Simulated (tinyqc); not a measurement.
Line shape against size: Raman line shape of confined optical phonons and breathing modes of small crystals. Computed by tinyqc, a small Python program. Command: `OMP_NUM_THREADS=1 python tinyqc.py 3006656 3006657 out.jsonl confine walk`. One thread of a shared host (Intel(R) Xeon(R) Processor @ 2.30GHz), about 0.01 s of CPU time with the checks.

Confinement in 3 direction(s) lets phonons with q away from zero scatter light. q is in units of 2 pi/a, from 0 to 1, and the branch is isotropic: omega(q)^2 = (omega_0^2 + omega_X^2)/2 + ((omega_0^2 - omega_X^2)/2) cos(pi q). The model and its constant beta are phenomenological; beta = 8 is the common choice.

Inputs (values chosen for the exercise, modelled on silicon):
```
quantity                                value      unit
bulk frequency omega_0                    521      1/cm
frequency at the zone boundary omega_X    408      1/cm
natural width Gamma_0                     2.9      1/cm
lattice constant a                      5.431  angstrom
size L                                     11        nm
confinement constant beta                   8         -
```

Shape: sphere.

Method:
- Weight W(q) = q^2 exp(-(2 L q/a)^2/(2 beta)) dq, that is exp(-k^2 L^2/(2 beta pi^2)) for k = 2 pi q/a.
- Width q_c = a sqrt(2 beta)/(2 L), where the exponential falls to 1/e; curvature of the branch: omega(q) = omega_0 - c q^2, c = pi^2 (omega_0^2 - omega_X^2)/(8 omega_0); for small q_c the mean of q^2 is (number of confined directions) q_c^2/2, and the mean shift is -c times that.
- I(omega) = int W(q) / [(omega - omega(q))^2 + (Gamma_0/2)^2] dq / int W dq x (Gamma_0/2)^2, by 400 Gauss-Legendre points on 0 < q < min(1, 2.5 a sqrt(2 beta)/L).
- The peak is the maximum of I; the width is taken between the half-maximum points, and the asymmetry is the low-side half-width over the high-side one.

mean shift, quadratic estimate = -3.63573 1/cm

Line shape:
```
L (nm)  peak shift (1/cm)  full width (1/cm)  asymmetry  mean shift, quadratic estimate (1/cm)
3                 -19.864             61.035     2.4774                                -48.880
3.6                -13.56             42.584     2.5454                                -33.945
4.4               -9.1967              29.09     2.5392                                -22.723
5.5                -6.156             19.385     2.4416                                -14.543
7                  -4.112             12.845     2.2457                                -8.9780
10                -2.3686             7.5158     1.8562                                -4.3992
15                -1.3061              4.713     1.4315                                -1.9552
25               -0.59558             3.3563     1.1111                               -0.70388
```

What follows from these numbers?

The peak shift falls with exponent -2.09 at the small end and -1.54 at the large end. For still larger L it tends to the mean shift, which goes as 1/L^2; the ratio is 0.41 in the first row and 0.85 in the last. The width exceeds Gamma_0 by over 10 % for L up to 25 nm. In a sphere the factor q^2 removes the weight at q = 0, so the peak itself moves strongly.

Extremes, crossings and ranges named in words are read from the listed rows.
